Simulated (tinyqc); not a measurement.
Equation-of-state fits to an energy-volume table made by a known binding curve. Changing the shift of the window centre s. Computed by tinyqc, a small Python program. Command: `OMP_NUM_THREADS=1 python tinyqc.py 3009727 3009728 out.jsonl eosfit sweep`. One thread of a shared host (Intel(R) Xeon(R) Processor @ 2.30GHz), about 0.05 s of CPU time with the checks.

With x = (V/V_0)^(1/3), the energy per atom is E = -D [1 + eta (x - 1)] exp(-eta (x - 1)), so that B0 = D eta^2/(9 V_0) and B' = 1 + 2 eta/3. B' = dB/dP at P = 0.

Inputs (values chosen for the exercise, for a model crystal): cohesive energy D = 2.99 eV/atom; true volume V_0 = 8.85 angstrom^3/atom; stiffness eta = 7.28; half-width of the volume window w = 0.04; points N = 7; compression V/V_0 for the pressure test = 0.75; noise amplitude = 0.14 meV.

Binding curve: universal binding. Noise: added.

numbers xi_j, drawn evenly from -1 to 1: [0.2348, 0.3405, -0.5531, -0.2241, -0.4732, -0.9476, -0.9620, -0.1280, -0.3538, -0.0125, -0.7625, -0.6829, 0.9827, -0.6390, -0.7071, 0.7675, 0.0692, 0.9248, -0.6764, -0.1765, 0.0682]

Constants: 1 eV/angstrom^3 = 160.2176634 GPa.

Method:
- B0 and B' from the formulas above; P = -dE/dV at V = c V_0 (c the compression chosen), from the curve itself.
- Table: V_j = V_0 [1 + s + w (2 j/(N - 1) - 1)], j = 0..N-1, rounded to 0.001; E_j from the curve plus the noise amplitude times the listed numbers xi_j (xi_0 first), rounded to 1e-7 eV.
- Third-order Birch-Murnaghan is a cubic in u = V^(-2/3): fit it by linear least squares, find the minimum, and take B0 = V E''(V), B' = -1 - V E'''/E'' there.
- Errors are fitted minus exact, relative; the pressure at c V_0 uses P = (3 B0/2) (x^7 - x^5) [1 + (3/4)(B' - 4)(x^2 - 1)], x = (V0/V)^(1/3) with the fitted values.

One run for each value:
```
shift of the window centre s  error of B0 (%)  error of B' (%)  error of that pressure (%)
-0.036                                0.10744          -1.3875                      1.6505
-0.024                                0.01972          -0.9817                      1.8701
-0.012                               -0.03796          -0.5795                      2.1119
0.000                                -0.06432          -0.2046                      2.3625
0.012                                -0.06690           0.1421                      2.6157
0.024                                -0.04437           0.4886                      2.8956
0.036                                -0.00794           0.7852                      3.1555
```

Over the rows, error of B0 (%) goes from 0.107 through a minimum among these rows, -0.0669 at 0.0120, to -0.00794; error of B' (%) rises from -1.39 to 0.785; error of that pressure (%) rises from 1.65 to 3.16. Shifting the window moves the minimum away from its centre, which changes how the neglected higher-order terms enter the fitted values.

Extremes, crossings and ranges named in words are read from the listed rows.
